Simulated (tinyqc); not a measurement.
Raising U: Hubbard chain of 5 sites, mean field against exact. Computed by the program tinyqc. Collinear unrestricted mean field (the lowest of 40 random starts) against exact diagonalisation.

one-body matrix (hopping and site energies) (eV):
```
,1,2,3,4,5
1,0.0000,-1.4400,0.0000,0.0000,0.0000
2,-1.4400,0.0000,-1.4400,0.0000,0.0000
3,0.0000,-1.4400,0.0000,-1.4400,0.0000
4,0.0000,0.0000,-1.4400,0.0000,-1.4400
5,0.0000,0.0000,0.0000,-1.4400,0.0000
```

electrons, up and down: 3  1

Exact and mean-field results (eV):
```
U,U/t,E exact,E mean field,mean |n_up - n_down|,"double occupancy, exact",first gap in the sector
0.7200,0.5000,-6.028788,-6.011768,0.4000,0.1052,1.0409
1.4400,1.0000,-5.670694,-5.602561,0.4000,0.0937,1.0055
2.8800,2.0000,-5.075067,-4.810561,0.4000,0.0722,0.8995
4.3200,3.0000,-4.621352,-4.064464,0.4143,0.0545,0.7845
5.7600,4.0000,-4.279123,-3.534662,0.6461,0.0412,0.6811
8.6400,6.0000,-3.818874,-3.022919,0.7428,0.0245,0.5238
11.5200,8.0000,-3.535390,-2.773485,0.7696,0.0157,0.4185
17.2800,12.0000,-3.215624,-2.572650,0.7937,0.0078,0.2941
28.8000,20.0000,-2.937005,-2.475258,0.7978,0.0030,0.1821
```

What does the comparison show, and why?

In absolute terms mean field is worst at U/t = 6.0, 0.796 eV too high: at small U it is nearly exact, and at large U it still misses the motion of the hole through a fluctuating spin background. Relative to the exact energy its error is 0.3 % at the smallest U, 22 % at most and 16 % at the largest. The double occupancy falls from 0.105 to 0.003.
